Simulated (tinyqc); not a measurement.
What each parameter does: square lattice in a magnetic field (Harper-Hofstadter model).

Landau gauge, lattice period 1: the magnetic cell has q sites j = 0 to q - 1 along x. H_jj = -2 ty cos(ky + 2 pi p j/q), H_(j,j+1) = -tx, and the bond from q - 1 back to 0 is H_(q-1,0) = -tx exp(i q kx). The levels depend on k only through cos(q kx) and cos(q ky), so the band edges lie at (0, 0) and (pi/q, pi/q).

Values chosen for the exercise: p = 3 (flux per plaquette p/q, in units of h/e); q = 5; tx = 1.1 meV (hopping along x); ty = 1.1 meV (hopping along y).

Bottom and width of band 1, the first gap and the total width of all bands.

One parameter was then changed.

Results before and after:

| case | bottom (meV) | width (meV) | first gap (meV) | total width (meV) |
|---|---|---|---|---|
| base | -2.8798 | 0.3138 | 0.1729 | 2.0278 |
| changed | -2.8721 | 0.0862 | 0.3141 | 1.4317 |

Which of these changes was made? (a) ty = 0.825 meV; (b) p = 2; (c) q = 7; (d) tx = 1.32 meV.
Answer: (c) q = 7. Of the candidates, run in turn, only this one gives the changed row.

All candidates:

| case | bottom (meV) | width (meV) | first gap (meV) | total width (meV) |
|---|---|---|---|---|
| base | -2.8798 | 0.3138 | 0.1729 | 2.0278 |
| tx = 1.32 meV | -3.1925 | 0.3597 | 0.1851 | 2.3496 |
| ty = 0.825 meV | -2.5673 | 0.3020 | 0.1414 | 2.0034 |
| p = 2 | -2.8798 | 0.3138 | 0.1729 | 2.0278 |
| q = 7 | -2.8721 | 0.0862 | 0.3141 | 1.4317 |

Flux p/q and 1 - p/q have the same spectrum: reversing the field leaves it alone, and one whole quantum is a gauge change.

tinyqc: `OMP_NUM_THREADS=1 python tinyqc.py 1281517 1281518 out.jsonl`; about 0.04 s, one thread, shared Intel(R) Xeon(R) Processor @ 2.30GHz.
